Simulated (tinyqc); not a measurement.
# Planar metal-insulator-metal capacitor: capacitance, non-linearity, leakage and relaxation: effects of single changes

A film between two metal electrodes, each interface adding a series capacitance ci. The small-signal permittivity is ek (1 + aq E^2); the field is found with the linear permittivity. Leakage J = J0 sinh(E/Ef). After a voltage step the film passes a relaxation current kr C V tt^(-nr), tt being the time in seconds.

Parameters, values chosen for the exercise; permittivity of the order of that of silicon nitride: relative permittivity of the film ek = 7.09; film thickness t = 19 nm; capacitance of each electrode interface (dead layer and screening) ci = 260 uF/cm^2; quadratic field coefficient of the permittivity aq = 0.0033 cm^2/MV^2; bias V = 2 V; exponent of the relaxation current nr = 0.943; strength of the relaxation kr = 0.0017; leakage prefactor J0 = 5.2e-11 A/cm^2; field for an e-fold rise of the leakage Ef = 0.43 MV/cm; duration of the write pulse t0 = 2e-8 s.

Constants: eps0 = 8.8541878128e-14 F/cm where lengths are in cm. Results are converted to the units shown.

Each table varies one quantity; the others keep the values above.

## Capacitance, non-linearity and leakage against thickness

Planar film: Cf = eps0 ek/t, 1/C = 1/Cf + 2/ci, EOT = 3.9 eps0/C, effective permittivity C t/eps0, E = (V/t) C/Cf; quadratic coefficient [C(V)/C - 1]/V^2 with Cf (1 + aq E^2) in C(V).

Result of one run:
```
t (nm),C (uF/cm^2),EOT (nm),effective permittivity,E (MV/cm),quadratic coefficient (ppm/V^2),J (A/cm^2)
27,0.2321,14.88,7.077,0.7394,450.3,1.405e-10
```

What becomes of these results when the film thickness t is changed from 27 to 5.5 nm, all else the same?

Result of the changed run:
```
t (nm),C (uF/cm^2),EOT (nm),effective permittivity,E (MV/cm),quadratic coefficient (ppm/V^2),J (A/cm^2)
5.5,1.131,3.052,7.028,3.605,1.062e4,1.137e-7
```

The whole series:
```
t (nm),C (uF/cm^2),EOT (nm),effective permittivity,E (MV/cm),quadratic coefficient (ppm/V^2),J (A/cm^2)
2.5,2.463,1.402,6.956,7.848,4.966e4,0.002197
3.7,1.675,2.062,6.999,5.336,2.316e4,6.368e-6
5.5,1.131,3.052,7.028,3.605,1.062e4,1.137e-7
8.2,0.7611,4.537,7.048,2.425,4822,7.310e-9
12,0.5210,6.627,7.062,1.660,2264,1.234e-9
18,0.3478,9.928,7.071,1.108,1010,3.401e-10
27,0.2321,14.88,7.077,0.7394,450.3,1.405e-10
40,0.1568,22.03,7.081,0.4994,205.5,7.491e-11
60,0.1045,33.03,7.084,0.3331,91.45,4.443e-11
```

C falls from 2.46 to 0.105 uF/cm^2 while the effective permittivity goes from 6.96 to 7.08 (ek = 7.09). EOT is a straight line in t with slope 3.9/ek = 0.550 and intercept 0.0266 nm. The quadratic coefficient goes as t^(-1.95) between the first two rows and t^(-2.00) between the last two (-2 without interfaces), and J falls by 7.69 decades. For t = 2.5, 3.7 direct tunnelling, left out, would add to the leakage.

## Charge lost after writing

Planar film: Cf = eps0 ek/t, 1/C = 1/Cf + 2/ci, EOT = 3.9 eps0/C, effective permittivity C t/eps0, E = (V/t) C/Cf. A capacitor written for t0 and then left open loses, as a share of C V, kr (tt^(1 - nr) - t0^(1 - nr))/(1 - nr) by relaxation and J tt/(C V) by leakage; both are taken as small, and rows far outside that range are left out.

The same in every row: leakage current (nA/cm^2) = 0.29657.

Charge lost after writing:
```
tt (s),relaxation current (nA/cm^2),loss by relaxation (%),loss by leakage (%),total loss (%)
1e-6,5.0982e5,0.27122,4.4994e-8,0.27122
1e-5,58132,0.46154,4.4994e-7,0.46154
0.0001,6628.5,0.67855,4.4994e-6,0.67855
0.001,755.82,0.92599,4.4994e-5,0.92604
0.01,86.182,1.2081,4.4994e-4,1.2086
0.1,9.8269,1.5299,0.0044994,1.5344
1,1.1205,1.8967,0.044994,1.9417
10,0.12777,2.3150,0.44994,2.7649
100,0.014569,2.7919,4.4994,7.2913
```

What does the comparison show?

The two currents are equal at tt = 4.09 s. The loss by relaxation grows from 0.271 to 2.79 %, by 0.190 points over the first decade and 0.477 over the last, while the loss by leakage grows tenfold a decade. Leakage is the larger loss for tt = 100 s. For tt = 100 the falling voltage would already cut the leakage, so the linear estimate overstates the loss.

Program tinyqc, `OMP_NUM_THREADS=1 python tinyqc.py 2102098 2102099 out.jsonl`; Intel Xeon 2.30GHz, shared host, one thread, about 0.01 s.
